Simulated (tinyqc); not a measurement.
Inside a calculation. Method: Rayleigh-quotient iteration on a symmetric matrix. One step of it, computed by the program tinyqc.

Question. Step 1. solve (A - shift) w = v; v' = w/|w| with its largest component positive (the first on a tie); lambda = v'^T A v'; the next shift is lambda.

A:
```
,1,2,3,4
1,0.955000,-0.430000,-0.016000,0.108000
2,-0.430000,1.487000,-0.098000,-0.371000
3,-0.016000,-0.098000,1.732000,0.186000
4,0.108000,-0.371000,0.186000,2.512000
```

vector v at the start: 0.500000  0.500000  0.500000  0.500000

shift = 0.230000

Give: vector after step 1; Rayleigh quotient after step 1.

Answer.

vector after step 1: 0.7587  0.5813  0.2341  0.1778

Rayleigh quotient after step 1 = 0.7828
